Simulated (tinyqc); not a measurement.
Thermodynamics of metal silicides: hull, first phase, silicon consumed, nucleation and stability against SiO2: one step, computed by the program tinyqc. Command: `OMP_NUM_THREADS=1 python tinyqc.py 3005242 3005243 out.jsonl silphase walk`. One thread of a shared host (Intel(R) Xeon(R) Processor @ 2.30GHz), about 0.01 s of CPU time with the checks.

Entropies of formation of the solids are neglected, so heats stand for free energies. Si fractions: M5Si3 0.3750, MSi 0.5000, MSi2 0.6667.

Problem. First phase. Effective heat of formation: at the interface the mixture has the Si fraction x_e; the limiting element scales the heat, H_eff = H x_e/x if x_e < x, H (1 - x_e)/(1 - x) otherwise. The rule names the most negative as the first phase; its restriction to congruently melting phases is left out here.

Inputs (values chosen for the exercise, of the order of those of titanium silicides for heats and volumes only): heat of formation of M5Si3 = -70.4 kJ/mol atoms; heat of formation of MSi = -63.5 kJ/mol atoms; heat of formation of MSi2 = -45.5 kJ/mol atoms; Si fraction x_e at the lowest liquidus = 0.3.

Phases: M5Si3, MSi, MSi2.

Give: H_eff; most negative H_eff.

Solution.

H_eff (kJ/mol atoms): M5Si3 -56.320, MSi -38.100, MSi2 -20.475

most negative H_eff = -56.32 kJ/mol atoms

The rule picks M5Si3, ahead of MSi by 18.2 kJ/mol. The rule is empirical and ignores nucleation barriers.
